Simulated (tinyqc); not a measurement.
# Off-state leakage of single and stacked transistors: leakage components against the body voltage

n-channel devices of unit width. Subthreshold current I(Vg, Vs, Vd) = I0 (T/300 K)^0.5 exp[(Vg - Vs - VT(T) - gb (Vs - Vb) + dd (Vd - Vs))/(nf Vt)] (1 - exp(-(Vd - Vs)/Vt)), VT(T) = VT - cT (T - 300 K). Gate-edge tunnelling Ig (Vd/1 V) exp(ag (Vd - 1 V)), for a gate at 0 V, and band-to-band leakage Ab u exp(-Bb/u), u = Vd - Vb + 1 V, flow at a drain held at V; both are taken as independent of T. In a stack of off transistors (all gates at 0 V) the same subthreshold current passes through each.

One transistor with Vg = Vs = 0, Vd = V; stack factor I(one)/I(two in series).

Values chosen for this exercise; values of the order met in bulk silicon logic transistors:
```
symbol,value,unit,meaning
T,330,K,temperature
V,0.8,V,supply voltage
VT,0.25,V,"threshold at 300 K, zero drain and body bias"
cT,0.7,mV/K,fall of the threshold with temperature
I0,0.15,uA/um,current at threshold at 300 K
nf,1.4,,slope factor
dd,0.05,,drain-induced lowering per volt
gb,0.13,,rise of the threshold per volt of source-body bias
Ig,1e-6,uA/um,gate-edge tunnelling current at 1 V
ag,3.9,1/V,exponential slope of the gate current
Ab,50,uA/(um V),prefactor of band-to-band leakage at the drain
Bb,25,V,its exponential voltage
```

Constants: q = 1.602176634e-19 C, kB = 1.380649e-23 J/K, Vt = kB T/q. Results are converted to the units shown.

The same in every row: gate edge (nA/um) = 3.667e-4; stack factor = 3.390.

Leakage components against the body voltage:
```
Vb (V)  subthreshold (nA/um)  band-to-band (nA/um)  total (nA/um)  largest part
0.2                    2.622               0.01310          2.636  subthreshold
0                      1.365               0.08363          1.449  subthreshold
-0.2                  0.7103                0.3727          1.083  subthreshold
-0.4                  0.3697                 1.277          1.647  band-to-band
-0.6                  0.1924                 3.592          3.784  band-to-band
-0.8                  0.1001                 8.670          8.771  band-to-band
-1                   0.05211                 18.56          18.61  band-to-band
-1.2                 0.02712                 36.06          36.08  band-to-band
-1.4                 0.01412                 64.74          64.76  band-to-band
```

What does the comparison show?

As Vb goes from 0.2 to -1.4, the total leakage goes from 2.64 through a minimum of 1.08 (at Vb = -0.2 among the rows listed) to 64.8 nA/um. The subthreshold part leads at Vb = 0.2, the band-to-band part from -0.4 on. The exact minimum lies at Vb = -0.191 V: reverse body bias lowers the subthreshold part by a decade every nf Vt ln 10/gb = 0.705 V but raises the band-to-band part. The reduction by a stack of two stays at 3.39, for the subthreshold part alone. For Vb = 0.2 the body is forward biased; the junction current, left out, is still small at this voltage.

tinyqc, about 0.03 s, one thread, Intel Xeon 2.30GHz (shared host): `OMP_NUM_THREADS=1 python tinyqc.py 2242206 2242207 out.jsonl`
